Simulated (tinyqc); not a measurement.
# Quantum point contact as a saddle point: effects of single changes

Potential V0 - m wx^2 x^2/2 + m wy^2 y^2/2; energies are counted from V0. Mode n = 0, 1, ... transmits T_n(E) = 1/(1 + exp(-2 pi (E - E_n)/wx)), E_n = wy (n + 1/2); each mode carries 2 q^2/h.

Inputs (values chosen for the exercise): temperature T = 1 K; transverse quantum hbar wy wy = 5.7 meV; curvature of the barrier hbar wx wx = 2.9 meV; Fermi level above the saddle point mu = 7.46 meV.

Constants: q = 1.602176634e-19 C, kB = 1.380649e-23 J/K, Vt = kB T/q. Results are converted to the units shown.

Each table varies one quantity; the others keep the values above.

## Plateau quality against the barrier curvature

g(T) = int g(E) (-df/dE) dE = int g(mu + x kB T) dx/(4 cosh^2(x/2)), g(E) the zero-temperature value at E, g = G/(2 q^2/h).

Results:
```
wx (meV)	slope wy dg/dmu at mu = wy	slope at mu = 1.5 wy	g at mu = wy
0.85	1.316e-7	8.448	1.000
2.04	0.006089	4.167	1.000
3.22	0.08883	2.720	1.000
4.4	0.2749	2.015	1.000
6.76	0.6599	1.371	1.000
7.94	0.7830	1.222	1.001
9.12	0.8605	1.130	1.003
```

Estimate the missing row, wx = 5.58 meV.

Computed row:
```
wx (meV)	slope wy dg/dmu at mu = wy	slope at mu = 1.5 wy	g at mu = wy
5.58	0.4852	1.614	1.000
```

With this row back in the table: The slope on the first plateau rises from 1.32e-7 to 0.861 and the slope on the second riser falls from 8.45 to 1.13; a slope of 1 everywhere means no steps at all. The plateau slope passes 0.5 at wx = 6.76 meV among the rows.

## Conductance steps

Same model as above.

Conductance steps:
```
mu (meV)	g at T = 0	g(T)	dg/dmu (1/meV)
0	0.002077	0.002200	0.004755
1.02	0.01862	0.01966	0.04165
2.04	0.1474	0.1524	0.2757
3.05	0.6067	0.6039	0.5049
4.07	0.9337	0.9306	0.1392
5.09	0.9928	0.9924	0.01886
6.11	1.004	1.004	0.01344
7.12	1.043	1.045	0.09357
8.14	1.291	1.296	0.4413
9.16	1.789	1.784	0.3598
10.18	1.972	1.970	0.06307
11.2	1.998	1.998	0.01040
12.21	2.012	2.012	0.02768
13.23	2.099	2.103	0.1979
14.25	2.500	2.500	0.5272
```

What does the table show?

g rises from 0.00220 to 2.50. The slope is smallest, 0.0104 per meV, at mu = 11.2 meV (g = 2.00) and largest, 0.527, at 14.25 meV among the rows after the first. A riser is wx/(2 pi) = 0.462 meV wide by tunnelling and kB T = 0.0862 meV by heat, against the spacing wy = 5.7 meV.

## Differential conductance at finite bias

Same model as above.

With the bias V split evenly and the saddle held fixed, dI/dV = [g(mu + V/2) + g(mu - V/2)]/2, each thermally averaged.

Results:
```
V (mV)	g(mu + V/2)	g(mu - V/2)	dI/dV
0	1.090	1.090	1.090
1.14	1.250	1.028	1.139
2.28	1.526	1.008	1.267
3.42	1.788	1.000	1.394
4.56	1.926	0.9940	1.460
5.7	1.977	0.9774	1.477
6.84	1.994	0.9263	1.460
9.12	2.008	0.5263	1.267
10.26	2.028	0.2499	1.139
11.4	2.090	0.08988	1.090
12.54	2.250	0.02813	1.139
```

Estimate the missing row, V = 7.98 mV.

Computed row:
```
V (mV)	g(mu + V/2)	g(mu - V/2)	dI/dV
7.98	2.000	0.7877	1.394
```

With this row back in the table: dI/dV moves up and down between 1.09 and 1.48 in units of 2 q^2/h. Right-movers gain modes (1.09 to 2.25) while left-movers lose them (1.09 to 0.0281). At V = 4.56 mV both lie near whole numbers that differ by an odd count, so the mean sits near a half-integer plateau.

tinyqc, about 0.06 s, one thread, Intel Xeon 2.30GHz (shared host): `OMP_NUM_THREADS=1 python tinyqc.py 2740135 2740136 out.jsonl`
